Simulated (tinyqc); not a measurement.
Surface Green function of a zigzag honeycomb ribbon two chains wide, Sancho-Rubio decimation: one step of the calculation.

A semi-infinite lead of cells 0, 1, 2, ... with H0 inside a cell and H1 = <cell i|H|cell i + 1>. Cell of four sites joined 1-2-3-4 by -t; site 2 joins site 1 of the next cell and site 3 joins site 4 of the next cell. z = E + i eta.

Question. Decimation. Start with e_s = e = H0, a = H1, b = H1^dagger. Each round: g = (z - e)^(-1); e_s <- e_s + a g b; e <- e + a g b + b g a; a <- a g a; b <- b g b (all with the old a, b). Round k joins cells 2^k apart.

Inputs (values chosen for the exercise):
- E = -0.17 eV (energy)
- eta = 0.04 eV (broadening)

H0 (eV):
```
      1      2     3      4
1  0.09     -1     0      0
2    -1  -0.09    -1      0
3     0     -1  0.09     -1
4     0      0    -1  -0.09
```

H1 (eV):
```
    1  2  3   4
1   0  0  0   0
2  -1  0  0   0
3   0  0  0  -1
4   0  0  0   0
```

Wanted: g; e_s after round 1; e after round 1; a after round 1; b after round 1.

Answer.

g (1/eV):
```
               1              2              3              4
1   0.165-0.090i   1.039-0.030i  -0.083+0.046i  -1.059+0.045i
2   1.039-0.030i   0.269-0.049i  -0.020+0.015i  -0.274+0.054i
3  -0.083+0.046i  -0.020+0.015i   0.082-0.044i   1.039-0.030i
4  -1.059+0.045i  -0.274+0.054i   1.039-0.030i   0.543-0.103i
```

e_s after round 1 (eV):
```
               1              2              3              4
1   0.090+0.000i  -1.000+0.000i   0.000+0.000i   0.000+0.000i
2  -1.000+0.000i   0.075-0.090i  -2.059+0.045i   0.000+0.000i
3   0.000+0.000i  -2.059+0.045i   0.633-0.103i  -1.000+0.000i
4   0.000+0.000i   0.000+0.000i  -1.000+0.000i  -0.090+0.000i
```

e after round 1 (eV):
```
               1              2              3              4
1   0.359-0.049i  -1.000+0.000i   0.000+0.000i  -0.020+0.015i
2  -1.000+0.000i   0.075-0.090i  -2.059+0.045i   0.000+0.000i
3   0.000+0.000i  -2.059+0.045i   0.633-0.103i  -1.000+0.000i
4  -0.020+0.015i   0.000+0.000i  -1.000+0.000i  -0.008-0.044i
```

a after round 1 (eV):
```
               1             2             3              4
1   0.000+0.000i  0.000+0.000i  0.000+0.000i   0.000+0.000i
2   1.039-0.030i  0.000+0.000i  0.000+0.000i  -0.083+0.046i
3  -0.274+0.054i  0.000+0.000i  0.000+0.000i   1.039-0.030i
4   0.000+0.000i  0.000+0.000i  0.000+0.000i   0.000+0.000i
```

b after round 1 (eV):
```
              1              2              3             4
1  0.000+0.000i   1.039-0.030i  -0.274+0.054i  0.000+0.000i
2  0.000+0.000i   0.000+0.000i   0.000+0.000i  0.000+0.000i
3  0.000+0.000i   0.000+0.000i   0.000+0.000i  0.000+0.000i
4  0.000+0.000i  -0.083+0.046i   1.039-0.030i  0.000+0.000i
```

Computed by the program tinyqc: `OMP_NUM_THREADS=1 python tinyqc.py 2680106 2680107 out.jsonl`, one thread of a shared Intel Xeon 2.30GHz, about 0.07 s for the whole run.
